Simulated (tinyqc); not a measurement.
Weaire-Thorpe hybrids on a Bethe lattice: gap and dangling bond of an amorphous tetrahedral solid, step by step. Values are carried at full precision from step to step, so a last printed digit may differ when a step is redone from the rounded ones.

Four sp3 hybrids an atom at energy 0, coupled by -V1 on the atom and by -V2 along a bond; the bonds form a tree (no rings). For any network the gap runs at least from -V2 + V1 to V2 - 3 V1, and p-like states pile up at -V2 + V1 and V2 + V1. On the tree the gap is wider: it ends at Ec = -V1 + sqrt(V2^2 + 4 V1^2 - 2 sqrt3 V1 V2), which makes it well wider than the gaps of the real glasses. A branch seen from a hybrid has the self-energy S = V2^2 g, where g is the Green function of the hybrid across the bond, whose three partners carry S themselves. With a = z - V1, b = a - S: g = 1/(a + V1 b/(b + 3 V1)), z = E + i eta. A full atom has G = (1/b)(b + 3 V1)/(b + 4 V1) per hybrid; a dangling hybrid with shift dh has G = 1/(1/g - dh).

Parameters, chosen for this exercise (of the size of tabulated hybrid energies for amorphous silicon; the results hold for these values, not for the real material):
```
symbol  value  unit  meaning
V1      1.84   eV    coupling of two hybrids on one atom
V2      4.27   eV    coupling of the two hybrids of a bond
E       -2     eV    energy
eta     0.03   eV    broadening
dh      -1.13  eV    shift of the dangling hybrid (rehybridisation)
```

## Edges

Bounds -V2 + V1 and V2 - 3 V1. On the tree the s-like bands are narrower: E = -V1 -/+ sqrt(V2^2 + 4 V1^2 + V1 V2 e) with e from -2 sqrt3 to 2 sqrt3 (for a crystal, -4 to 4), so the conduction edge is -V1 + sqrt(V2^2 + 4 V1^2 - 2 sqrt3 V1 V2).

edges (eV): Ev -2.4300, Ec(bound) -1.2500, Ec(tree) 0.2951

gaps (eV): (bound, reached in the crystal) 1.1800, (tree) 2.7251

The gap needs no periodicity, only V2 > 2 V1 (here V2/V1 = 2.321); leaving out rings widens it by 1.545 eV. Two parameters give the trend, not the value.

## The self-energy at one energy

S = V2^2 g is a quadratic A S^2 + B S + C = 0 with A = a + V1, B = -(a (a + 4 V1) + V2^2), C = V2^2 (a + 3 V1), a = z - V1. Of the two roots take the one with Im S < 0 (if both qualify, the decaying one, with the smaller |V1 V2 g/(b + 3 V1)|).

A, B, C: -2.0000+0.0300i  -4.7152+0.0096i  30.6313+0.5470i

roots (eV): 2.9081+0.0507i  -5.2653-0.0812i

S = -5.2653-0.0812i eV

## Densities at that energy

With z = E + i eta, b = z - V1 - S: full atom G = (b + 3 V1)/(b (b + 4 V1)); g = S/V2^2; dangling hybrid 1/(1/g - dh); densities -Im G/pi.

G (1/eV): (bulk) 0.5515-0.0412i, (dangling with dh = 0) -0.2888-0.0045i, (dangling with dh) -0.4286-0.0098i
densities (1/eV): (bulk) 0.0131, (dangling with dh = 0) 0.0014, (dangling with dh) 0.0031

## The dangling-bond level

For eta = 0 the level solves 1/g(E) = dh inside the gap (bisection); its weight on the dangling hybrid is 1/(d(1/g)/dE), by central differences with step 1e-5 eV.

level = -0.6014 eV
above Ev = 1.8286 eV
weight on the dangling hybrid = 0.591

The level lies at 67 % of the gap of the tree; 41 % of it spreads over the back bonds.

## Checks

- Conduction edge from the formula against the zero of the discriminant: both 0.295075.
- S from the quadratic against damped iteration of S = V2^2 g: both -5.265285.

(tinyqc, `OMP_NUM_THREADS=1 python tinyqc.py 1482846 1482847 out.jsonl`, Intel(R) Xeon(R) Processor @ 2.30GHz, 1 thread, shared host, about 0.02 s.)
